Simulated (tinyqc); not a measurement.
Composition from the perpendicular lattice constant.

Question. The layer is x parts of the first compound and 1 - x of the second, grown coherently on the third as substrate and barrier. Rows of the table: lattice constant a, average valence level Ea on an absolute scale, spin-orbit splitting so, gaps at Gamma, X and L, hydrostatic deformation potentials av and ac (Gamma), shear potential b, elastic constants, electron and heavy-hole (along z) masses. All are interpolated linearly in x; gaps get -C x (1 - x), taken wholly in the conduction band; real line-ups can differ from this model by 0.1 eV or more. In-plane strain e = (a_substrate - a)/a, e_z = -2 (c12/c11) e, volume change 2 e + e_z. X-ray diffraction gives a_z = a (1 + e_z) of the coherent layer. Find x, e and the relaxed Gamma gap.

Parameters, values chosen for the exercise: bowing of the Gamma gap CG = 0.7 eV; bowing of the X gap CX = 0 eV; bowing of the L gap CL = 0 eV.

Binary compounds, values chosen for the exercise:

|  | close to InAs | close to AlAs | close to InP |
|---|---|---|---|
| a (angstrom) | 6.058 | 5.661 | 5.869 |
| Ea (eV) | -6.67 | -7.49 | -7.04 |
| so (eV) | 0.383 | 0.279 | 0.11 |
| EG (eV) | 0.358 | 2.98 | 1.33 |
| EX (eV) | 1.38 | 2.14 | 2.17 |
| EL (eV) | 1.08 | 2.34 | 1.93 |
| av (eV) | 1 | 2.48 | 1.25 |
| ac (eV) | -5.13 | -5.56 | -5.03 |
| b (eV) | -1.8 | -1.5 | -1.7 |
| c11 (GPa) | 82.3 | 124 | 101 |
| c12 (GPa) | 45.2 | 52.7 | 56.1 |
| me (m0) | 0.0227 | 0.149 | 0.0812 |
| mh (m0) | 0.332 | 0.468 | 0.534 |

lattice constant along the growth direction = 5.94448491 angstrom

Answer. a_z changes steadily with x, about (1 + 2 c12/c11) times as fast as the relaxed lattice constant, so one composition matches.

x = 0.620
e = -0.646 %
relaxed Gamma gap = 1.19 eV

tinyqc, about 0.01 s, one thread, Intel Xeon 2.30GHz (shared host): `OMP_NUM_THREADS=1 python tinyqc.py 2690164 2690165 out.jsonl`
